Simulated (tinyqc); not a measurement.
Sheet resistance of a shallow doped layer with concentration-dependent mobility and limited activation: one step, computed by the program tinyqc. Command: `OMP_NUM_THREADS=1 python tinyqc.py 3011154 3011155 out.jsonl irvin walk`. One thread of a shared host (Intel(R) Xeon(R) Processor @ 2.30GHz), about 0.02 s of CPU time with the checks.

A layer of one dopant lies in a background of the opposite type. Current flows parallel to the surface down to the junction; depletion is ignored.

Task: Sheet resistance. C(x) = C_s for x < l and C_s 10^(-(x - l)/abruptness) beyond. Active density N = min(C, C_a); carriers n = N - C_B; mobility mu = mu_min + (mu_max - mu_min)/(1 + ((N + C_B)/N_r)^alpha). Integrals from 0 to x_j, where C = C_B (Gauss-Legendre, 60 points on each smooth piece; 1 nm = 1e-7 cm): dose int C dx, carriers int n dx, mean mobility int n mu dx/int n dx, R_s = 1/(e int n mu dx).

Inputs (values chosen for the exercise, modelled on phosphorus in silicon): surface concentration C_s = 4.5e+19 1/cm^3; length l = 43 nm; tail abruptness = 5.3 nm/decade; background C_B = 1.9e+18 1/cm^3; mobility floor mu_min = 65.2 cm^2/(V s); mobility mu_max = 1380 cm^2/(V s); reference density N_r = 9.8e+16 1/cm^3; exponent alpha = 0.705; anneal temperature T = 1000 C.

Profile: box with exponential tail.

active limit C_a = 4.239336e+20 1/cm^3

Constants: e = 1.602176634e-19 C.

Give: chemical dose; sheet carrier density; mean mobility; sheet resistance R_s; carriers per dopant atom; product R_s x_j.

Result:

chemical dose = 2.0342e+14 1/cm^2

sheet carrier density = 1.9387e+14 1/cm^2

mean mobility = 82.487 cm^2/(V s)

sheet resistance R_s = 390.30 ohm/square

carriers per dopant atom = 0.95303

product R_s x_j = 19626 ohm nm
